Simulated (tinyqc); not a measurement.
Worked calculation: FCI on RHF in the sto-3g basis, frozen core, for B+, spin multiplicity 1. Computed by tinyqc, a small Python program that keeps every step (integrals from PySCF). Settings: charge = 1, multiplicity = 1, basis = sto-3g, method = RHF, frozen orbitals = 1, energy threshold = 1e-10, iteration cap = 81, orthogonalisation = canonical, start = atomic densities, DIIS depth = 6, ci = FCI, davidson = 1. Command: `OMP_NUM_THREADS=1 python tinyqc.py 21933 21934 out.jsonl` (the two numbers bound the seeds that draw the settings). One thread of a shared host (Intel(R) Xeon(R) Processor @ 2.60GHz), about 0.07 s of CPU time with the checks. The early iterations of the SCF are left out here.

## One-electron integrals

Geometry (angstrom):

| atom | x | y | z |
|---|---|---|---|
| B | 0.000000 | 0.000000 | 0.000000 |

Basis sto-3g: exponents (1/bohr^2) and contraction coefficients of normalised primitives:

| element | l (shell) | exponent | coefficient |
|---|---|---|---|
| B | s (1) | 48.791113 | 0.154329 |
| B | s (1) | 8.887362 | 0.535328 |
| B | s (1) | 2.405267 | 0.444635 |
| B | s (2) | 2.236956 | -0.099967 |
| B | s (2) | 0.519821 | 0.399513 |
| B | s (2) | 0.169062 | 0.700115 |
| B | p (3) | 2.236956 | 0.155916 |
| B | p (3) | 0.519821 | 0.607684 |
| B | p (3) | 0.169062 | 0.391957 |

Overlap, kinetic and nuclear-attraction integrals over the contracted functions; the nuclear repulsion is the sum of Za Zb / Rab.

nuclear repulsion = 0 hartree

overlap S:
```
           1B 1s     1B 2s    1B 2px    1B 2py    1B 2pz
1B 1s   1.000000  0.269328  0.000000  0.000000  0.000000
1B 2s   0.269328  1.000000  0.000000  0.000000  0.000000
1B 2px  0.000000  0.000000  1.000000  0.000000  0.000000
1B 2py  0.000000  0.000000  0.000000  1.000000  0.000000
1B 2pz  0.000000  0.000000  0.000000  0.000000  1.000000
```

kinetic energy T (hartree):
```
            1B 1s      1B 2s    1B 2px    1B 2py    1B 2pz
1B 1s   10.826302  -0.047967  0.000000  0.000000  0.000000
1B 2s   -0.047967   0.359168  0.000000  0.000000  0.000000
1B 2px   0.000000   0.000000  1.123881  0.000000  0.000000
1B 2py   0.000000   0.000000  0.000000  1.123881  0.000000
1B 2pz   0.000000   0.000000  0.000000  0.000000  1.123881
```

nuclear attraction V (hartree):
```
             1B 1s      1B 2s     1B 2px     1B 2py     1B 2pz
1B 1s   -23.147388  -3.139362   0.000000   0.000000   0.000000
1B 2s    -3.139362  -3.771633   0.000000   0.000000   0.000000
1B 2px    0.000000   0.000000  -3.741440   0.000000   0.000000
1B 2py    0.000000   0.000000   0.000000  -3.741440   0.000000
1B 2pz    0.000000   0.000000   0.000000   0.000000  -3.741440
```

core Hamiltonian H = T + V (hartree):
```
             1B 1s      1B 2s     1B 2px     1B 2py     1B 2pz
1B 1s   -12.321086  -3.187330   0.000000   0.000000   0.000000
1B 2s    -3.187330  -3.412465   0.000000   0.000000   0.000000
1B 2px    0.000000   0.000000  -2.617559   0.000000   0.000000
1B 2py    0.000000   0.000000   0.000000  -2.617559   0.000000
1B 2pz    0.000000   0.000000   0.000000   0.000000  -2.617559
```

## Two-electron integrals

Functions are numbered as in S; the eight-fold symmetry (ij|kl) = (ji|kl) = (kl|ij) leaves the list below.

Two-electron integrals (ij|kl) in chemists' order, unique and non-zero (hartree):
```
(11|11) 2.923513   (21|11) 0.518376   (21|21) 0.109262   (22|11) 0.744229
(22|21) 0.193177   (22|22) 0.544804   (31|31) 0.020264   (32|31) 0.029996
(32|32) 0.120346   (33|11) 0.742491   (33|21) 0.193240   (33|22) 0.544682
(33|33) 0.586773   (41|41) 0.020264   (42|41) 0.029996   (42|42) 0.120346
(43|43) 0.031630   (44|11) 0.742491   (44|21) 0.193240   (44|22) 0.544682
(44|33) 0.523513   (44|44) 0.586773   (51|51) 0.020264   (52|51) 0.029996
(52|52) 0.120346   (53|53) 0.031630   (54|54) 0.031630   (55|11) 0.742491
(55|21) 0.193240   (55|22) 0.544682   (55|33) 0.523513   (55|44) 0.523513
(55|55) 0.586773
```

## Orthogonalisation

S = U s U^T; canonical form X = U s^(-1/2), so that X^T S X = 1. Each column of U has its largest component positive (the first on a tie).

eigenvalues of S: 0.730672  1.000000  1.000000  1.000000  1.269328

X:
```
                1         2         3         4         5
1B 1s    0.827225  0.000000  0.000000  0.000000  0.627622
1B 2s   -0.827225  0.000000  0.000000  0.000000  0.627622
1B 2px   0.000000  1.000000  0.000000  0.000000  0.000000
1B 2py   0.000000  0.000000  1.000000  0.000000  0.000000
1B 2pz   0.000000  0.000000  0.000000  1.000000  0.000000
```

Within a degenerate level the vectors are fixed only up to a rotation; this is one choice.

## Starting guess

The start is atomic minimal-basis densities projected into this basis (PySCF's MINAO start) and scaled to the electron count of each spin; this density is not idempotent, so its energy is not variational and may lie below the converged one.

D at the start:
```
            1B 1s      1B 2s    1B 2px    1B 2py    1B 2pz
1B 1s    1.749106  -0.463501  0.000000  0.000000  0.000000
1B 2s   -0.463501   1.729371  0.000000  0.000000  0.000000
1B 2px   0.000000   0.000000  0.257064  0.000000  0.000000
1B 2py   0.000000   0.000000  0.000000  0.257064  0.000000
1B 2pz   0.000000   0.000000  0.000000  0.000000  0.257064
```

## Iteration 3 (converged): orbitals

converged F (hartree):
```
            1B 1s      1B 2s     1B 2px     1B 2py     1B 2pz
1B 1s   -7.982923  -2.299193   0.000000   0.000000   0.000000
1B 2s   -2.299193  -1.450181   0.000000   0.000000   0.000000
1B 2px   0.000000   0.000000  -0.200518   0.000000   0.000000
1B 2py   0.000000   0.000000   0.000000  -0.200518   0.000000
1B 2pz   0.000000   0.000000   0.000000   0.000000  -0.200518
```

Diagonalise F' = X^T F X, C = X C', fill 2 alpha and 2 beta electrons from the bottom; D = 2 C_occ C_occ^T. Each column has its largest component positive (the first on a tie).

F' = X^T F X (hartree):
```
           1          2          3          4          5
1  -3.308405   0.000000   0.000000   0.000000  -3.391699
2   0.000000  -0.200518   0.000000   0.000000   0.000000
3   0.000000   0.000000  -0.200518   0.000000   0.000000
4   0.000000   0.000000   0.000000  -0.200518   0.000000
5  -3.391699   0.000000   0.000000   0.000000  -5.527134
```

orbital energies (hartree): MO1 -7.986287, MO2 -0.849252, MO3 -0.200518, MO4 -0.200518, MO5 -0.200518

coefficients C:
```
             MO1        MO2       MO3       MO4       MO5
1B 1s   0.993693  -0.301304  0.000000  0.000000  0.000000
1B 2s   0.022541   1.038125  0.000000  0.000000  0.000000
1B 2px  0.000000   0.000000  1.000000  0.000000  0.000000
1B 2py  0.000000   0.000000  0.000000  0.000000  1.000000
1B 2pz  0.000000   0.000000  0.000000  1.000000  0.000000
```

D after iteration 3:
```
            1B 1s      1B 2s    1B 2px    1B 2py    1B 2pz
1B 1s    2.156421  -0.580784  0.000000  0.000000  0.000000
1B 2s   -0.580784   2.156421  0.000000  0.000000  0.000000
1B 2px   0.000000   0.000000  0.000000  0.000000  0.000000
1B 2py   0.000000   0.000000  0.000000  0.000000  0.000000
1B 2pz   0.000000   0.000000  0.000000  0.000000  0.000000
```

Within a degenerate level the vectors are fixed only up to a rotation; this is one choice.

## Convergence

Stop when the energy changes by less than 1e-10 hartree and every element of the error matrix X^T (F D S - S D F) X is below 3e-06.

Course of the cycle:

| iteration | E (hartree) | change | largest element of the error matrix |
|---|---|---|---|
| 1 | -20.77044669 | - | 1.37e-02 |
| 2 | -23.94847037 | -3.18e+00 | 2.77e-15 |
| 3 | -23.94847037 | 1.07e-14 | 3.04e-16 |

PySCF RHF in the same basis = -23.94847037 hartree

Converged in 3 iterations.

## Populations

Mulliken: Z minus the diagonal of D S on the atom; Loewdin: the same with S^(1/2) D S^(1/2).

Charges (e):

| atom | Mulliken | Loewdin |
|---|---|---|
| 1B | 1.000000 | 1.000000 |

## Integrals over molecular orbitals

(pq|rs) = sum C_ip C_jq C_kr C_ls (ij|kl), one index at a time.

one-electron integrals over orbitals h = C^T H C (hartree):
```
            1          2          3          4          5
1  -12.310688   0.342793   0.000000   0.000000   0.000000
2    0.342793  -2.802244   0.000000   0.000000   0.000000
3    0.000000   0.000000  -2.617559   0.000000   0.000000
4    0.000000   0.000000   0.000000  -2.617559   0.000000
5    0.000000   0.000000   0.000000   0.000000  -2.617559
```

Two-electron integrals over orbitals (pq|rs), unique and non-zero (hartree); the lowest 1 orbital is frozen and left out:
```
(22|22) 0.525885   (32|32) 0.112771   (33|22) 0.533524   (33|33) 0.586773
(42|42) 0.112771   (43|43) 0.031630   (44|22) 0.533524   (44|33) 0.523513
(44|44) 0.586773   (52|52) 0.112771   (53|53) 0.031630   (54|54) 0.031630
(55|22) 0.533524   (55|33) 0.523513   (55|44) 0.523513   (55|55) 0.586773
```

## FCI: determinants and Hamiltonian

one-electron integrals dressed by the frozen orbital, h + 2 (pq|11) - (p1|1q) (hartree):
```
           2          3          4          5
2  -1.375137   0.000000   0.000000   0.000000
3   0.000000  -1.154795   0.000000   0.000000
4   0.000000   0.000000  -1.154795   0.000000
5   0.000000   0.000000   0.000000  -1.154795
```

energy of the frozen orbital, 2 h_11 + (11|11) = -21.72408143 hartree

Hartree-Fock energy = -23.94847037 hartree

Slater-Condon rules over spin orbitals, with the nuclear repulsion and the energy of the frozen orbital added and E(HF) subtracted on the diagonal.

Occupation strings over the orbitals (2 doubly, a alpha, b beta, 0 empty; spin orbitals ordered 1a 1b 2a 2b ...): 22000 2ab00 2a0b0 2a00b 2ba00 2b0a0 2b00a 20200 20ab0 20a0b 20ba0 20020 200ab 20b0a 200ba 20002

H - E(HF) between determinants (hartree):
```
          22000      2ab00      2a0b0      2a00b      2ba00      2b0a0      2b00a     20200
22000  0.000000   0.000000   0.000000   0.000000   0.000000   0.000000   0.000000  0.112771
2ab00  0.000000   0.227981   0.000000   0.000000  -0.112771   0.000000   0.000000  0.000000
2a0b0  0.000000   0.000000   0.227981   0.000000   0.000000  -0.112771   0.000000  0.000000
2a00b  0.000000   0.000000   0.000000   0.227981   0.000000   0.000000  -0.112771  0.000000
2ba00  0.000000  -0.112771   0.000000   0.000000   0.227981   0.000000   0.000000  0.000000
2b0a0  0.000000   0.000000  -0.112771   0.000000   0.000000   0.227981   0.000000  0.000000
2b00a  0.000000   0.000000   0.000000  -0.112771   0.000000   0.000000   0.227981  0.000000
20200  0.112771   0.000000   0.000000   0.000000   0.000000   0.000000   0.000000  0.501572
20ab0  0.000000   0.000000   0.000000   0.000000   0.000000   0.000000   0.000000  0.000000
20a0b  0.000000   0.000000   0.000000   0.000000   0.000000   0.000000   0.000000  0.000000
20ba0  0.000000   0.000000   0.000000   0.000000   0.000000   0.000000   0.000000  0.000000
20020  0.112771   0.000000   0.000000   0.000000   0.000000   0.000000   0.000000  0.031630
200ab  0.000000   0.000000   0.000000   0.000000   0.000000   0.000000   0.000000  0.000000
20b0a  0.000000   0.000000   0.000000   0.000000   0.000000   0.000000   0.000000  0.000000
200ba  0.000000   0.000000   0.000000   0.000000   0.000000   0.000000   0.000000  0.000000
20002  0.112771   0.000000   0.000000   0.000000   0.000000   0.000000   0.000000  0.031630

           20ab0      20a0b      20ba0     20020      200ab      20b0a      200ba     20002
22000   0.000000   0.000000   0.000000  0.112771   0.000000   0.000000   0.000000  0.112771
2ab00   0.000000   0.000000   0.000000  0.000000   0.000000   0.000000   0.000000  0.000000
2a0b0   0.000000   0.000000   0.000000  0.000000   0.000000   0.000000   0.000000  0.000000
2a00b   0.000000   0.000000   0.000000  0.000000   0.000000   0.000000   0.000000  0.000000
2ba00   0.000000   0.000000   0.000000  0.000000   0.000000   0.000000   0.000000  0.000000
2b0a0   0.000000   0.000000   0.000000  0.000000   0.000000   0.000000   0.000000  0.000000
2b00a   0.000000   0.000000   0.000000  0.000000   0.000000   0.000000   0.000000  0.000000
20200   0.000000   0.000000   0.000000  0.031630   0.000000   0.000000   0.000000  0.031630
20ab0   0.438313   0.000000  -0.031630  0.000000   0.000000   0.000000   0.000000  0.000000
20a0b   0.000000   0.438313   0.000000  0.000000   0.000000  -0.031630   0.000000  0.000000
20ba0  -0.031630   0.000000   0.438313  0.000000   0.000000   0.000000   0.000000  0.000000
20020   0.000000   0.000000   0.000000  0.501572   0.000000   0.000000   0.000000  0.031630
200ab   0.000000   0.000000   0.000000  0.000000   0.438313   0.000000  -0.031630  0.000000
20b0a   0.000000  -0.031630   0.000000  0.000000   0.000000   0.438313   0.000000  0.000000
200ba   0.000000   0.000000   0.000000  0.000000  -0.031630   0.000000   0.438313  0.000000
20002   0.000000   0.000000   0.000000  0.031630   0.000000   0.000000   0.000000  0.501572
```

## FCI: roots

Diagonalise (each vector has its largest component positive (the first on a tie)); all determinants have Ms = 0, so triplets appear too. The lowest singlet root is the correlation energy.

lowest roots of this matrix, relative to E(HF) (hartree): -0.060966  0.115210  0.115210  0.115210  0.340753  0.340753  0.340753  0.406684

lowest vectors:
```
          root 1     root 2     root 3    root 4
22000   0.954582   0.000000   0.000000  0.000000
2ab00   0.000000  -0.248164  -0.127462  0.649745
2a0b0   0.000000  -0.270633   0.652800  0.024695
2a00b   0.000000   0.604295   0.240012  0.277888
2ba00   0.000000  -0.248164  -0.127462  0.649745
2b0a0   0.000000  -0.270633   0.652800  0.024695
2b00a   0.000000   0.604295   0.240012  0.277888
20200  -0.172020   0.000000   0.000000  0.000000
20ab0   0.000000   0.000000   0.000000  0.000000
20a0b   0.000000   0.000000   0.000000  0.000000
20ba0   0.000000   0.000000   0.000000  0.000000
20020  -0.172020   0.000000   0.000000  0.000000
200ab   0.000000   0.000000   0.000000  0.000000
20b0a   0.000000   0.000000   0.000000  0.000000
200ba   0.000000   0.000000   0.000000  0.000000
20002  -0.172020   0.000000   0.000000  0.000000
```

<S^2> of these roots: 0.000000  2.000000  2.000000  2.000000  0.000000  0.000000  0.000000  2.000000

weight of the ground state by excitation level 0, 1, 2, ...: 0.911227  0.000000  0.088773

Within a degenerate level the vectors are fixed only up to a rotation; this is one choice.

## The lowest root by the Davidson method

Start from the reference; add the residual divided by (theta - H_ii), orthogonalised, at each step.

Davidson iterations:

| iteration | subspace | lowest Ritz value (hartree) | residual norm |
|---|---|---|---|
| 1 | 1 | 0 | 1.95e-01 |
| 2 | 2 | -0.06096572 | 6.47e-17 |
